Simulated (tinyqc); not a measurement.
Inside a calculation. Method: Born-Oppenheimer dynamics on the UHF/3-21g surface (energies and gradients from PySCF), for H2-, spin multiplicity 2. The basis has no diffuse functions, so it cannot describe the extra electron: this is an exercise in the method, not the real anion. Computed by tinyqc, a small Python program that keeps every step (integrals from PySCF). Settings: charge = -1, multiplicity = 2, basis = 3-21g, time step (fs) = 0.5, steps = 24. Command: `OMP_NUM_THREADS=1 python tinyqc.py 20603 20604 out.jsonl` (the two numbers bound the seeds that draw the settings). One thread of a shared host (Intel(R) Xeon(R) Processor @ 2.60GHz), about 1 s of CPU time with the checks.

positions (bohr):
```
          x        y        z
1H  0.00000  0.00000  0.00000
2H  0.00000  0.00000  1.26612
```

The total energy should stay constant up to terms of order dt^2; the step counts as short enough if it moves by less than 2 % of the largest kinetic energy.

Trajectory:
```
time (fs)  1H-2H (angstrom)  potential (hartree)  kinetic (hartree)  total (hartree)
0.00000             0.67000           -0.8414132          0.0000683       -0.8413449
0.50000             0.69362           -0.8504333          0.0085261       -0.8419072
1.00000             0.76406           -0.8718251          0.0291350       -0.8426901
1.50000             0.86777           -0.8930084          0.0501431       -0.8428653
2.00000             0.99259           -0.9089231          0.0661676       -0.8427555
2.50000             1.13032           -0.9195315          0.0768950       -0.8426366
3.00000             1.27564           -0.9258394          0.0832997       -0.8425397
3.50000             1.42492           -0.9288717          0.0864177       -0.8424540
4.00000             1.57571           -0.9295999          0.0872143       -0.8423856
4.50000             1.72638           -0.9288330          0.0864942       -0.8423388
5.00000             1.87592           -0.9271430          0.0848328       -0.8423102
5.50000             2.02369           -0.9248879          0.0825942       -0.8422937
6.00000             2.16928           -0.9222787          0.0799950       -0.8422838
6.50000             2.31240           -0.9194444          0.0771678       -0.8422767
7.00000             2.45284           -0.9164770          0.0742068       -0.8422703
7.50000             2.59047           -0.9134568          0.0711928       -0.8422640
8.00000             2.72521           -0.9104606          0.0682027       -0.8422579
8.50000             2.85706           -0.9075610          0.0653084       -0.8422525
9.00000             2.98608           -0.9048205          0.0625722       -0.8422483
9.50000             3.11240           -0.9022871          0.0600417       -0.8422454
10.00000            3.23621           -0.8999919          0.0577480       -0.8422439
10.50000            3.35771           -0.8979494          0.0557059       -0.8422435
11.00000            3.47714           -0.8961606          0.0539166       -0.8422440
11.50000            3.59474           -0.8946158          0.0523706       -0.8422452
12.00000            3.71074           -0.8932984          0.0510517       -0.8422467
```

Is the time step short enough?

Yes. The total energy moves within 1.5e-03 hartree, under 2 % of the largest kinetic energy.
